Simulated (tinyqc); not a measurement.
Off-state leakage of single and stacked transistors: course of the iteration.

n-channel devices of unit width. Subthreshold current I(Vg, Vs, Vd) = I0 (T/300 K)^0.5 exp[(Vg - Vs - VT(T) - gb (Vs - Vb) + dd (Vd - Vs))/(nf Vt)] (1 - exp(-(Vd - Vs)/Vt)), VT(T) = VT - cT (T - 300 K). Gate-edge tunnelling Ig (Vd/1 V) exp(ag (Vd - 1 V)), for a gate at 0 V, and band-to-band leakage Ab u exp(-Bb/u), u = Vd - Vb + 1 V, flow at a drain held at V; both are taken as independent of T. In a stack of off transistors (all gates at 0 V) the same subthreshold current passes through each.

Start: Vx = dd V/(1 + gb + 2 dd), the solution for Vx well above Vt, rounded to three decimals.

Stack of two, Vx the node between them: I_low = I(0, 0, Vx), I_up = I(0, Vx, V), f = ln(I_up/I_low), f' = -(1 + gb + 2 dd)/(nf Vt) - 1/(Vt (exp(Vx/Vt) - 1)) - 1/(Vt (exp((V - Vx)/Vt) - 1)), Vx(new) = Vx - f/f'.

Stop when the step is below 1e-11 V, or after 40 iterations.

Parameters, values chosen for the exercise; values of the order met in bulk silicon logic transistors:
- T = 300 K (temperature)
- V = 1 V (supply voltage)
- VT = 0.36 V (threshold at 300 K, zero drain and body bias)
- cT = 0.6 mV/K (fall of the threshold with temperature)
- I0 = 0.92 uA/um (current at threshold at 300 K)
- nf = 1.17 (slope factor)
- dd = 0.17 (drain-induced lowering per volt)
- gb = 0.22 (rise of the threshold per volt of source-body bias)
- Vb = 0 V (body voltage)

Constants: q = 1.602176634e-19 C, kB = 1.380649e-23 J/K, Vt = kB T/q. Results are converted to the units shown.

Course of the iteration:
```
iteration  Vx before the step (V)  step (V)
1                           0.109   2.60e-4
2                        0.109260   1.46e-8
3                        0.109260  9.71e-17
```

Did this iteration meet its convergence test, and what does its course show?

Yes. Converged in 3 iterations. The subthreshold current of the stack is 0.01135 nA/um, 152 times less than that of one transistor (the drain leakage is unchanged); the estimate exp[dd V (1 + gb + dd)/((1 + gb + 2 dd) nf Vt)] gives 150.

Numbers from tinyqc (`OMP_NUM_THREADS=1 python tinyqc.py 2242017 2242018 out.jsonl`; about 0.03 s on one thread of a shared Intel Xeon 2.30GHz).
